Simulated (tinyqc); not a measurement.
# Energy and delay of logic against supply voltage, step by step

Numbers from tinyqc (`OMP_NUM_THREADS=1 python tinyqc.py 2082168 2082169 out.jsonl`; about 0.01 s on one thread of a shared Intel Xeon 2.30GHz). Printed values are rounded.

One expression serves below and above threshold: I(Vg) = Ik [ln(1 + exp((Vg - VT + dd V)/(al nf Vt)))]^al, with I_on = I(V) and I_off = I(0). Gate delay td = kd C V/I_on, clock period LD td. Per gate and cycle the switching energy is act C V^2 and the leakage energy I_off V LD td. No short-circuit current, no variation. Minima are sought above 0.09 V; below a few Vt gates no longer switch and the model has no meaning.

Parameters, values chosen for the exercise; values of the order met in logic technologies:
```
symbol  value  unit                               meaning
T         300     K                           temperature
VT       0.32     V  threshold voltage at zero drain bias
nf       1.06                                slope factor
dd       0.02         barrier lowering per volt of supply
Ik       0.37    uA            specific current of a gate
al       1.86                 exponent of the current law
C         2.4    fF            load capacitance of a gate
kd        0.7                                delay factor
LD         60                                 logic depth
act       0.1                             activity factor
V        0.48     V                        supply voltage
```

Constants: q = 1.602176634e-19 C, kB = 1.380649e-23 J/K, Vt = kB T/q. Results are converted to the units shown.

## Currents, delay and energies

I_on, I_off, td, clock frequency 1/(LD td), both energies and their sum.

I_on = 3.53057 uA
I_off = 0.00444587 nA
td = 228.405 ps
clock frequency = 0.0729699 GHz
switching energy = 55.2960 aJ
leakage energy = 0.0292452 aJ
energy = 55.3252 aJ

I_on/I_off = 7.94e5; leakage makes up 0.0529 % of the energy.

## Starting value

V = 0.26 V.

V at the start = 0.26 V

## Iteration 1: new V

Minimum-energy supply: E(V) is the energy per gate and cycle; with h = 0.001 V, E' = (E(V + h) - E(V - h))/(2 h), E'' = (E(V - h) - 2 E(V) + E(V + h))/h^2, V(new) = V - E'/E''.

E' = 108.555 aJ/V
E'' = 900.235 aJ/V^2
V after iteration 1 = 0.139415 V

## Iteration 2: new V

As before.

E' = -201.171 aJ/V
E'' = 5125.33 aJ/V^2
V after iteration 2 = 0.178666 V

## Course of the iteration

Stop when the step is below 1e-9 V, or after 40 iterations.

Course of the iteration:

| iteration | V before the step (V) | step (V) |
|---|---|---|
| 1 | 0.26 | -0.121 |
| 2 | 0.139415 | 0.0393 |
| 3 | 0.178666 | 0.0111 |
| 4 | 0.189763 | 1.12e-3 |
| 5 | 0.190879 | 1.04e-5 |
| 6 | 0.190889 | 7.10e-10 |

Converged in 6 iterations. There leakage makes up 29.9 % of the energy and the clock runs at 0.184 MHz.
